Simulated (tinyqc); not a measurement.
Worked calculation: plane-wave Kohn-Sham cycle with exchange-only LDA in a layered model solid. One step of it, computed by the program tinyqc.

Problem. Iteration 1: potential. V_H(G) = 4 pi rho(G)/G^2 for G != 0 (uniform background); v_x = -(3 rho/pi)^(1/3); V = V_ext + V_H + v_x; Fourier components f(G_m) = (1/N) sum_j f(x_j) exp(-i G_m x_j).

A solid whose potential varies along x alone (atomic units):
```
parameter                      value
period a                   14.600000
cross-section of the cell  33.000000
electrons per cell                 2
grid points                       16
plane waves -n..n, n               3
k points                           1
V1 in V1 cos(2 pi x/a)     -0.660000
V2 in V2 cos(4 pi x/a)      0.070000
```

density at the start, on the grid x_j = j a/N (e/bohr^3): [0.00415110, 0.00415110, 0.00415110, 0.00415110, 0.00415110, 0.00415110, 0.00415110, 0.00415110, 0.00415110, 0.00415110, 0.00415110, 0.00415110, 0.00415110, 0.00415110, 0.00415110, 0.00415110]

Give: Potentials on the grid; V(G_m), m = 0, 1, 2, ....

Solution.

Potentials on the grid (hartree):
```
x          V_ext     V_H      v_x        V
0.0000   -0.5900  0.0000  -0.1583  -0.7483
0.9125   -0.5603  0.0000  -0.1583  -0.7185
1.8250   -0.4667  0.0000  -0.1583  -0.6250
2.7375   -0.3021  0.0000  -0.1583  -0.4603
3.6500   -0.0700  0.0000  -0.1583  -0.2283
4.5625    0.2031  0.0000  -0.1583   0.0448
5.4750    0.4667  0.0000  -0.1583   0.3084
6.3875    0.6593  0.0000  -0.1583   0.5010
7.3000    0.7300  0.0000  -0.1583   0.5717
8.2125    0.6593  0.0000  -0.1583   0.5010
9.1250    0.4667  0.0000  -0.1583   0.3084
10.0375   0.2031  0.0000  -0.1583   0.0448
10.9500  -0.0700  0.0000  -0.1583  -0.2283
11.8625  -0.3021  0.0000  -0.1583  -0.4603
12.7750  -0.4667  0.0000  -0.1583  -0.6250
13.6875  -0.5603  0.0000  -0.1583  -0.7185
```

V(G_m), m = 0, 1, 2, ... (hartree): [-0.1583, -0.3300, 0.0350, 0.0000, 0.0000, 0.0000, 0.0000]
